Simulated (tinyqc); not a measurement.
SiGe-base heterojunction bipolar transistor, Gummel numbers and transit times: one step of the calculation.

One-dimensional n-p-n transistor in the forward active mode at low injection. In the base p(x) = NB exp(-eta x/wb) and ni(x)^2 = ni^2 exp((g0 + g1 x/wb)/Vt); electrons leave the base at vsat; band spikes at the emitter junction and recombination inside the emitter are ignored.

Problem. Base Gummel number and transit time. f(x) = p(x) ni^2/ni(x)^2; I(x) = integral from x to wb of f/Dn, plus f(wb)/vsat; base Gummel number GB = I(0); electron density per unit flux n/(J/q) = I/f; base transit time tauB = integral of I/f over the base. Trapezoid rule on 12 equal steps.

Parameters, values chosen for the exercise; band and dielectric values close to those of silicon:
- T = 400 K (temperature)
- vsat = 1e7 cm/s (saturation velocity)
- wb = 55 nm (neutral base width)
- NB = 2.6e18 cm^-3 (base doping at the emitter edge)
- eta = 0 (doping falls as exp(-eta x/wb))
- g0 = 0.102 eV (gap reduction at the emitter edge of the base)
- g1 = 0.054 eV (further gap reduction across the base (linear))
- Dn = 15 cm^2/s (electron diffusion coefficient in the base)

Constants: q = 1.602176634e-19 C, kB = 1.380649e-23 J/K, Vt = kB T/q. Results are converted to the units shown.

Give: x; f; I; I/f; GB; tauB.

Solution.

```
point	x (nm)	f (cm^-3)	I (s/cm^4)	I/f (s/cm)
0	0.00	1.348e17	2.782e10	2.063e-7
1	4.58	1.183e17	2.395e10	2.024e-7
2	9.17	1.039e17	2.056e10	1.980e-7
3	13.75	9.115e16	1.758e10	1.929e-7
4	18.33	7.999e16	1.497e10	1.871e-7
5	22.92	7.020e16	1.267e10	1.805e-7
6	27.50	6.161e16	1.066e10	1.730e-7
7	32.08	5.407e16	8.890e9	1.644e-7
8	36.67	4.745e16	7.339e9	1.547e-7
9	41.25	4.164e16	5.978e9	1.435e-7
10	45.83	3.655e16	4.783e9	1.309e-7
11	50.42	3.207e16	3.735e9	1.164e-7
12	55.00	2.815e16	2.815e9	1.000e-7
```

GB = 2.782e10 s/cm^4
tauB = 0.9153 ps

Range of the model: Heavy doping makes emitter or base degenerate; gE and g0 are to be read as apparent gap changes that include this.

Computed by the program tinyqc: `OMP_NUM_THREADS=1 python tinyqc.py 2320099 2320100 out.jsonl`, one thread of a shared Intel Xeon 2.30GHz, about 0.01 s for the whole run.
